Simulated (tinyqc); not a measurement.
Worked calculation: longitudinal sound in a periodic multilayer: transfer matrices, stop bands and folded phonons. Computed by tinyqc, a small Python program that keeps every step. Command: `OMP_NUM_THREADS=1 python tinyqc.py 3006832 3006833 out.jsonl multilayer walk`. One thread of a shared host (Intel(R) Xeon(R) Processor @ 2.30GHz), about 0.01 s of CPU time with the checks. Intermediate numbers are printed to about 7 digits and carried at full precision; extremes and crossings named in words are read from the listed rows.

Layers 1 and 2 repeat with period d = d_1 + d_2; waves travel normal to the layers, without loss. State vector (u, s): displacement u and stress divided by omega. Impedances Z = rho v are in 1e6 kg/(m^2 s).

Inputs (values chosen for the exercise, modelled on silica (layer 1), silicon nitride (layer 2) and gallium arsenide (substrate)):

| quantity | value | unit |
|---|---|---|
| density rho_1 | 2.22 | g/cm^3 |
| velocity v_1 | 5960 | m/s |
| thickness d_1 | 11.2 | nm |
| density rho_2 | 3.1 | g/cm^3 |
| velocity v_2 | 10100 | m/s |
| thickness d_2 | 18.8 | nm |
| substrate density | 5.25 | g/cm^3 |
| substrate velocity | 4820 | m/s |
| periods N | 8 | - |
| frequency f | 223 | GHz |
| optical wave vector q d/pi | 0.23 | - |

## Impedances, mean velocity and Bragg frequency

Z = rho v; interface reflection r = (Z_2 - Z_1)/(Z_2 + Z_1) (stress amplitude, from 1 into 2); Bragg frequency f_B = 1/[2 (d_1/v_1 + d_2/v_2)]; long-wave velocity v_eff = d/sqrt[(d_1/v_1)^2 + (d_2/v_2)^2 + (Z_1/Z_2 + Z_2/Z_1)(d_1/v_1)(d_2/v_2)].

Z_1 = 13.2312

Z_2 = 31.31

Z of the substrate = 25.305

interface reflection r = 0.4058894

Bragg frequency f_B = 133.6691 GHz

long-wave velocity v_eff = 7329.802 m/s

## Transfer matrix of one period

A layer maps (u, s) by [[cos p, sin p/Z], [-Z sin p, cos p]], p = 2 pi f d_i/v_i; one period is M = M_2 M_1, and cos(q d) = trace(M)/2.

phase p_1 = 2.633034 rad

phase p_2 = 2.608082 rad

M:
```
           1            2
1  0.6474176  -0.04587363
2   19.45508    0.1660828
```

trace(M)/2 = 0.4067502

|trace/2| < 1: f lies in a pass band, with q d = 1.1519 rad (folded into 0 to pi).

## Transmission through N periods

For N periods A = M^N. A wave comes from a thick layer of material 1 and leaves into the substrate (Z_s): transmitted power T = 4 Z_1 Z_s/|Z_1 A_22 + Z_s A_11 - i (Z_1 Z_s A_12 - A_21)|^2, reflected power R = 1 - T.

A = M^N:
```
            1            2
1  -0.9233190  -0.01044617
2    4.430238    -1.032927
```

transmitted power T = 0.9338187

T in decibel = -0.2973746 dB

## The first stop band

Gap m contains m f_B; its edges, where trace(M)/2 = (-1)^m, are found by root search. Weak-contrast estimate of the width: (4 f_B/pi) |r sin(m pi a)|, a = (d_1/v_1)/(d_1/v_1 + d_2/v_2).

lower edge = 98.10347 GHz

upper edge = 169.2336 GHz

width/f_B = 53.21358 %

transmitted power at f_B = 7.915386e-06

## The first four gaps

The formulas are those given above.

Stop bands (GHz):

| m | lower edge | upper edge | width | weak-contrast estimate |
|---|---|---|---|---|
| 1 | 98.1035 | 169.2336 | 71.13010 | 69.07750 |
| 2 | 266.8226 | 267.8558 | 1.03318 | 1.03317 |
| 3 | 365.4490 | 436.5622 | 71.11319 | 69.06205 |
| 4 | 533.6452 | 535.7114 | 2.06616 | 2.06610 |

With a = 0.502, gap 1 is the widest and gap 2 the narrowest: the layers are near a quarter wave each at f_B, so the even gaps almost close. The weak-contrast estimate misses the first width by -2.9 % at |r| = 0.41. Odd gaps open at the edge of the folded zone (q = pi/d), even ones at its centre.

## Mirror strength against the number of periods

The formulas are those given above.

Transmitted power:

| N | T at f_B | T at f_B (dB) | T at f |
|---|---|---|---|
| 1 | 0.7590967 | -1.197029 | 0.8600093 |
| 2 | 0.2167374 | -6.640662 | 0.9915690 |
| 3 | 0.04263861 | -13.70197 | 0.8613063 |
| 4 | 0.007751353 | -21.10623 | 0.8999347 |
| 6 | 2.481509e-04 | -36.05284 | 0.8402955 |
| 8 | 7.915386e-06 | -51.01528 | 0.9338187 |
| 12 | 8.051596e-09 | -80.94118 | 0.8715323 |
| 16 | 8.190119e-12 | -110.8671 | 0.9633839 |
| 24 | 8.474354e-18 | -170.7189 | 0.9843048 |

At f_B each further period removes 7.48 dB at large N, which is 20 log10 of the impedance ratio, 7.48 dB, as for a quarter-wave stack; 99 % reflection needs N = 4 among these rows. At f, in a pass band, T does not decay with N. Values below about 1e-6 belong to the ideal stack: roughness and scattering into other modes, left out here, set a floor in a real one.

## Folded doublet seen in light scattering

Light transfers the wave vector q. Solve trace(M)/2 = cos(q d) on the first branch (Brillouin line) and on the two branches around 2 f_B (first folded doublet); 1/cm = 29.9792458 GHz.

Brillouin line = 27.99242 GHz

lower folded mode = 239.3417 GHz

upper folded mode = 295.3368 GHz

centre of the doublet = 8.917477 1/cm

splitting / twice the Brillouin frequency = 1.000183

The doublet is split by about twice the Brillouin frequency, as for a folded straight line; its centre measures the period.

Checks made by the program: trace against Rytov's formula cos p_1 cos p_2 - (1/2)(Z_1/Z_2 + Z_2/Z_1) sin p_1 sin p_2 (relative difference below 1e-10).
